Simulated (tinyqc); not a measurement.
Ballistic Schottky-barrier transistor with a one-dimensional channel, WKB contacts: one step of the calculation.

Source Fermi level 0, drain Fermi level -Vd. Far from the contacts Ec = pn - psi, and the gate moves psi one to one; the band edges relax as exp(-x/lam) from pn at the source and pn - Vd at the drain; Ev = Ec - Eg. A carrier of energy w inside the channel band meets at a contact a barrier of height D (the contact edge beyond the channel edge): T = 1 for w >= D, else exp(-S), S = 4 lam sqrt(m/C) [sqrt(D - w) - sqrt(w) arctan sqrt((D - w)/w)], C = hbar^2/(2 m0). The two contacts combine as Ts Td/(Ts + Td - Ts Td).

Task. Transmission of one of the holes. S and T at both contacts for w = w0, and the tunnelling distance lam ln(D/w) at the higher barrier.

Values chosen for this exercise; channel values close to those of a germanium nanowire:

| symbol | value | unit | meaning |
|---|---|---|---|
| mp | 0.15 | m0 | hole mass |
| lam | 1.8 | nm | screening length at the contacts |
| w0 | 0.13 | eV | energy of one carrier inside the channel band |

Constants: q = 1.602176634e-19 C, hbar = 1.054571817e-34 J s, m0 = 9.1093837015e-31 kg, hbar^2/(2 m0) = 0.0380998212 eV nm^2. Results are converted to the units shown.

D for holes (eV): source 0.06000000, drain 0.36000000

Wanted: S at the source; S at the drain; combined T; tunnelling distance.

Result.

S at the source = 0
S at the drain = 2.0809
combined T = 0.12482
tunnelling distance = 1.8334 nm

Range of the model: No scattering, image-force lowering, channel charge or band-to-band tunnelling; parabolic kappa overstates S deep in the gap.

tinyqc, about 0.03 s, one thread, Intel Xeon 2.30GHz (shared host): `OMP_NUM_THREADS=1 python tinyqc.py 2390016 2390017 out.jsonl`
